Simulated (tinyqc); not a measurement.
Inside a calculation: temperature and isotope dependence of a band gap in oscillator models. Values are carried at full precision from step to step, so a last printed digit may differ when a step is redone from the rounded ones.

E(T) = E0 - sum_i sl_i th_i n_i(T), n = 1/(exp(th/T) - 1). The same coupling lowers the gap at 0 K by the zero-point term ZP = sum_i sl_i th_i/2, so the gap of the static lattice is E0 + ZP. Thermal expansion is taken as part of the slopes.

Parameters, chosen for this exercise (near those of GaN; shifted at random, so the results belong to these values and not to a real crystal): E0 = 3.484 eV (gap at 0 K); th = (261, 863) K (temperatures of two oscillators); sl = (0.2099, 0.4261) meV/K (their high-temperature slopes); T = 400 K (temperature); M = 41.9 u (mean atomic mass); dM = -1.28 u (change of the mean mass (not bounded by the natural isotopes)); T12 = (300, 760) K (temperatures of the fits).

## The gap at T

Give the occupations, the two terms, the gap, ZP and the static gap.

n_i: 1.08656  0.13073

terms (meV): 59.526  48.072

E(T) = 3.3764 eV
ZP = 211.25 meV
static gap = 3.6953 eV

The thermal fall, 107.6 meV, is smaller than the zero-point term, 211.3 meV; the soft oscillator supplies 55 % of the fall but 13 % of ZP. A calculation with clamped ions should be compared with the static gap.

## Slope and asymptote

dE/dT = -sum sl_i (th_i/T)^2 n_i (1 + n_i). At high T, n -> T/th - 1/2, so E -> E0 + ZP - (sum sl_i) T. Give the slope, its ratio to the limit, and the value at 0 K of the tangent drawn at T.

dE/dT = -0.4958 meV/K
ratio to the limiting slope = 0.7795
intercept of the tangent = 3.5747 eV
intercept - E0 = 90.72 meV

The tangent recovers 43 % of ZP: the extrapolation works only from T well above the higher oscillator (863 K).

## Isotope effect

With M -> M + dM the oscillator temperatures scale as M^(-1/2) and the slopes stay. Give th, ZP, E0 (static gap fixed) and E(T) for the new mass, and the linear rule dE0 = ZP dM/(2 M).

th (K): 265.08  876.49

ZP = 214.557 meV
shift of E0 = -3.303 meV
linear rule = -3.227 meV
shift of E(T) = -1.895 meV

The lighter crystal has the narrower gap. At 400 K 57 % of the shift at 0 K is left; it fades at high T, where the motion is classical and the mean-square amplitude no longer depends on mass.

## Two common fits

Two-parameter forms are made to pass through the falls at the two temperatures T12: Varshni aV T^2/(T + bV), from the line T^2/fall = (T + bV)/aV; one oscillator s1 t1/(exp(t1/T) - 1), with t1 from the ratio of the falls.

Give the falls and the parameters.

falls (meV): 61.4478  307.7418

aV = 1.1159 meV/K
bV = 1334 K
t1 = 558.6 K
s1 = 0.5980 meV/K
ZP of the one-oscillator fit = 167.0 meV

The limiting slope of the model is 0.6360 meV/K; Varshni puts it +75 % off and one oscillator -6 %. The ZP of the fit differs from the true one by -44.2 meV.

## Checks

- Slope by finite differences against the formula (meV/K): both 0.49579.
- Fall at 20 times the higher oscillator temperature against the asymptote (meV): 10768 against 10766.

tinyqc: `OMP_NUM_THREADS=1 python tinyqc.py 1850357 1850358 out.jsonl`; about 0.01 s, one thread, shared Intel(R) Xeon(R) Processor @ 2.30GHz.
